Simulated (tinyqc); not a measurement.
What moves the results: three-level Kane dispersion of a narrow-gap semiconductor. A value that a table varies takes the place of the one given here.

Zero of energy at Gamma8, c = hbar^2/2m0, P^2 = Ep c. The free-electron term and remote bands are left out, so the heavy holes are flat at E = 0 and the other three bands obey E (E - Eg)(E + Dso) = P^2 k^2 (E + 2 Dso/3). The conduction band is the highest root; its edge is Ec = max(Eg, 0).

Degenerate electrons at T = 0: kF = (3 pi^2 n)^(1/3), 1 cm^-3 = 1e-24 angstrom^-3; EF is the highest root at kF. The momentum (cyclotron, optical) mass is m(E) = hbar^2 k/(dE/dk) = c d(k^2)/dE with d(k^2)/dE = k^2 [1/E + 1/(E - Eg) + 1/(E + Dso) - 1/(E + 2 Dso/3)]; the density of states is k d(k^2)/dE/(2 pi^2).

Edge mass m0* = Eg (Eg + Dso)/(Ep (Eg + 2 Dso/3)).
Constants: hbar^2/2m0 = 3.80998211 eV angstrom^2.

Parameters, chosen for this exercise (a narrow-gap II-VI alloy; not measured data):
- Eg = 0.105 eV (E(Gamma6) - E(Gamma8))
- Dso = 1.01 eV (spin-orbit splitting)
- Ep = 18.4 eV (Kane energy)
- k = 0.013 1/angstrom (wave vector)
- n = 1.1e+16 cm^-3 (electron density)

## Filling the band

n from 1e15 to 1e19 cm^-3. The last column is the local power d ln(EF - Ec)/d ln n = kF^2/(1.5 (EF - Ec) d(k^2)/dE).

Results:
```
n (cm^-3)  kF (1/angstrom)  EF - Ec (meV)  parabolic (meV)   m(EF)  m(EF)/m0*  power
1.0e+15            0.00309            4.3              4.5  0.0088       1.08  0.642
1.0e+16            0.00667           17.8             20.7  0.0108       1.32  0.586
3.0e+16            0.00961           33.1             43.1  0.0130       1.60  0.543
1.0e+17            0.01436           61.9             96.1  0.0171       2.10  0.494
3.0e+17            0.02071          104.1            199.9  0.0230       2.81  0.455
1.0e+18            0.03094          176.3            446.1  0.0326       3.99  0.422
3.0e+18            0.04462          277.0            927.8  0.0455       5.57  0.401
1.0e+19            0.06665          444.4           2070.4  0.0659       8.06  0.385
```

The power falls from 0.642 to 0.385: 2/3 marks a parabola, 1/3 a linear band. The parabola is within 10 % up to n = 1.0e+15 cm^-3. The mass has doubled by n = 1.0e+17 cm^-3 and ends at 8.1 times its edge value.

## Closing and inverting the gap

Eg is varied at fixed k, Dso and Ep. Edge mass: Eg (Eg + Dso)/(Ep (Eg + 2 Dso/3)) for Eg > 0, 3 |Eg|/(2 Ep) for Eg < 0. The Gamma6 weight of the conduction state is 1/(1 + P^2 k^2 [(2/3)/E^2 + (1/3)/(E + Dso)^2]).

Results:
```
Eg (eV)      m0*  highest root (eV)  middle (eV)  lowest (eV)  E - Ec (meV)  Gamma6 weight
-0.200   0.01630             0.0343      -0.2294      -1.0149          34.3          0.129
-0.100   0.00815             0.0529      -0.1486      -1.0144          52.9          0.262
-0.040   0.00326             0.0725      -0.1084      -1.0141          72.5          0.399
-0.010   0.00082             0.0857      -0.0918      -1.0140          85.7          0.481
0.010    0.00081             0.0959      -0.0820      -1.0139          85.9          0.537
0.040    0.00320             0.1133      -0.0695      -1.0138          73.3          0.618
0.100    0.00780             0.1545      -0.0509      -1.0136          54.5          0.750
0.200    0.01506             0.2366      -0.0333      -1.0133          36.6          0.874
```

The edge mass vanishes with |Eg| from both sides, yet the kinetic energy at this k stays finite, at most 85.9 meV in the table; at Eg = 0 the two-level form, without the split-off band, gives the linear value sqrt(2/3) P k = 88.9 meV. The Gamma6 weight of the conduction state goes smoothly from 0.13 to 0.87 and is 0.48 and 0.54 in the two rows next to Eg = 0: at finite k nothing jumps at the inversion.

## What each parameter does

Edge mass, EF - Ec and m(EF). Each row changes one parameter from the base and keeps the others.

Results:
```
case               m0* (m0)  EF - Ec (meV)  m(EF) (m0)
base                0.00817          18.84     0.01096
n = 2.2e+16 cm^-3   0.00817          27.95     0.01229
Eg = 0.0892 eV      0.00699          21.05     0.01013
Dso = 0.8585 eV     0.00812          18.97     0.01089
Ep = 15.64 eV       0.00962          16.33     0.01246
```

The largest shifts from the base row, up to three for each result and ties (the steps differ in size, so this ranks the rows, not the parameters). m0* (m0): Ep +0.00144, Eg -0.00119, Dso -0.00006; unchanged at the printed digits by n. EF - Ec (meV): n +9.11, Ep -2.51, Eg +2.21. m(EF) (m0): Ep +0.00150, n +0.00133, Eg -0.00083.

Computed by tinyqc, a small Python program: `OMP_NUM_THREADS=1 python tinyqc.py 1050612 1050613 out.jsonl` (the numbers bound the seed that draws the inputs); one thread of a shared host (Intel(R) Xeon(R) Processor @ 2.30GHz), about 0.01 s for the whole set of steps.
